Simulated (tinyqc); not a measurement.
From width/f_B back to density rho_2: longitudinal sound in a periodic multilayer: transfer matrices, stop bands and folded phonons. Computed by tinyqc, a small Python program. Command: `OMP_NUM_THREADS=1 python tinyqc.py 3017229 3017230 out.jsonl multilayer inv`. One thread of a shared host (Intel(R) Xeon(R) Processor @ 2.30GHz), about 0.02 s of CPU time with the checks.

Layers 1 and 2 repeat with period d = d_1 + d_2; waves travel normal to the layers, without loss. State vector (u, s): displacement u and stress divided by omega. Impedances Z = rho v are in 1e6 kg/(m^2 s).

Inputs (values chosen for the exercise, modelled on silica (layer 1), titanium nitride (layer 2) and gallium arsenide (substrate)):
```
quantity            value    unit
density rho_1        2.21  g/cm^3
velocity v_1         6060     m/s
thickness d_1         579      nm
velocity v_2        10300     m/s
thickness d_2         999      nm
substrate density     5.3  g/cm^3
substrate velocity   4790     m/s
periods N              12       -
```

Method:
- Z = rho v; interface reflection r = (Z_2 - Z_1)/(Z_2 + Z_1) (stress amplitude, from 1 into 2); Bragg frequency f_B = 1/[2 (d_1/v_1 + d_2/v_2)]; long-wave velocity v_eff = d/sqrt[(d_1/v_1)^2 + (d_2/v_2)^2 + (Z_1/Z_2 + Z_2/Z_1)(d_1/v_1)(d_2/v_2)].
- A layer maps (u, s) by [[cos p, sin p/Z], [-Z sin p, cos p]], p = 2 pi f d_i/v_i; one period is M = M_2 M_1, and cos(q d) = trace(M)/2.
- For N periods A = M^N. A wave comes from a thick layer of material 1 and leaves into the substrate (Z_s): transmitted power T = 4 Z_1 Z_s/|Z_1 A_22 + Z_s A_11 - i (Z_1 Z_s A_12 - A_21)|^2, reflected power R = 1 - T.
- Gap m contains m f_B; its edges, where trace(M)/2 = (-1)^m, are found by root search. Weak-contrast estimate of the width: (4 f_B/pi) |r sin(m pi a)|, a = (d_1/v_1)/(d_1/v_1 + d_2/v_2).

Problem. A run gave the result below. Find the density rho_2, known to lie between 3.5 and 7.9 g/cm^3.

width/f_B = 87.78984 %

Solution.

Each step takes the trial c = (a f_b - b f_a)/(f_b - f_a), f being the result less the target and a, b, c the logarithms of the listed values; c replaces end b, the old b replaces a if the sign of f changed, and otherwise f_a is halved.

Scan of the range:
```
density rho_2 (g/cm^3)  width/f_B (%)
3.50                           60.605
4.01                           68.178
4.59                           75.443
5.26                           82.499
6.02                           89.207
6.90                           95.698
7.90                          101.846
```

False position (Illinois rule, in the logarithm of the input) inside the bracket:
```
step    end a    end b    trial  width/f_B (%)
1     5.26000  6.02000  5.85081        87.8135
2     5.26000  5.85081  5.84531        87.7672
3     5.85081  5.84531  5.84800        87.7898
4     5.84531  5.84800  5.84800        87.7898
```

width/f_B rises at every point of a 13-point scan of the range (every second point is shown), so one value fits; it is bracketed by 5.26 and 6.02. Answer: density rho_2 = 5.848 g/cm^3.
